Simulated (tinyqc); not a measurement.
Permittivity and interlayer from two capacitances.

Question. A two-layer stack has Cox = eps0/(t1/e1 + t2/e2) and EOT = 3.9 eps0/Cox. Find e2, the EOT of layer 1 and, with e1 given, t1.

Inputs (values chosen for the exercise):
- e1 = 4.02 (relative permittivity of layer 1)

Constants: eps0 = 8.8541878128e-14 F/cm where lengths are in cm. Results are converted to the units shown.

Cox at t2 = 2.3 and 8.2 nm (uF/cm^2): 2.3263237  1.3517283

Solution. EOT is linear in t2 with slope 3.9/e2, and its intercept is the EOT of layer 1.

e2 = 21.5
EOT of layer 1 = 1.07 nm
t1 = 1.10 nm

tinyqc, about 0.01 s, one thread, Intel Xeon 2.30GHz (shared host): `OMP_NUM_THREADS=1 python tinyqc.py 2010066 2010067 out.jsonl`
